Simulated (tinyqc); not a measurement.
Bandgap voltage reference from two bipolar transistors: output against temperature.

Two transistors of area 1 and N carry the same current I. Is(T) = Is (T/T0)^eta exp[(Vg0 q/kB)(1/T0 - 1/T)], VBE1 = Vt ln(I/Is(T)) + I rb, VBE2 = Vt ln(I/(N Is(T))) + I rb/N. The amplifier forces I R1(T) = VBE1 - VBE2 + Vos, with R(T) = R (1 + tc (T - T0)) for both resistors, and the output is Vref = VBE1 + I R2(T). Base currents and the Early effect are neglected.

Vt = kB T/q; I = (Vt ln N + Vos)/(R1(T) - rb (1 - 1/N)).

Inputs (values chosen for the exercise); values of the order met in silicon bipolar transistors:
- T0 = 300 K (reference temperature)
- Vg0 = 1.149 V (band-gap voltage extrapolated to 0 K)
- eta = 4.1 (temperature exponent of the saturation current)
- Is = 5.7e-18 A (saturation current of the unit transistor at T0)
- N = 24 (area ratio of the second transistor)
- R1 = 32 kohm (resistor across which the difference of VBE falls, at T0)
- tc = 500 ppm/K (temperature coefficient of both resistors)
- Vos = 0 mV (offset of the amplifier)
- rb = 20 ohm (series resistance of the unit transistor)
- R2 = 199.4 kohm (output resistor at T0)

Constants: q = 1.602176634e-19 C, kB = 1.380649e-23 J/K. Results are converted to the units shown.

Result of one run:
```
I (uA),VBE1 (V),I R2 (V),Vref (V),Vref - Vref(T0) (mV),dVref/dT (uV/K)
3.249,0.5134,0.6796,1.193,-13.09,-173.3
```

Which temperature T gave this result: 218, 233, 323, 398 or 423 K?

T = 398 K.

The whole series:
```
T (K),I (uA),VBE1 (V),I R2 (V),Vref (V),Vref - Vref(T0) (mV),dVref/dT (uV/K)
218,1.947,0.8376,0.3723,1.210,3.805,1.962
233,2.064,0.8119,0.3979,1.210,3.690,-17.10
253,2.219,0.7771,0.4320,1.209,3.108,-40.78
273,2.370,0.7419,0.4662,1.208,2.070,-62.77
298,2.554,0.6974,0.5088,1.206,0.1784,-88.21
323,2.735,0.6522,0.5515,1.204,-2.325,-111.7
348,2.910,0.6064,0.5942,1.201,-5.395,-133.6
373,3.082,0.5601,0.6369,1.197,-8.994,-154.1
398,3.249,0.5134,0.6796,1.193,-13.09,-173.3
423,3.412,0.4661,0.7223,1.188,-17.65,-191.5
```

VBE1 falls by 1.81 mV/K on average and I R2 rises by 1.71 mV/K. The slope of Vref vanishes at T = 220 K. Between 233 and 398 K Vref spans 16.8 mV, or 84.5 ppm/K by the box method (span over the average over T, over 165 K).

tinyqc, about 0.02 s, one thread, Intel Xeon 2.30GHz (shared host): `OMP_NUM_THREADS=1 python tinyqc.py 2062106 2062107 out.jsonl`
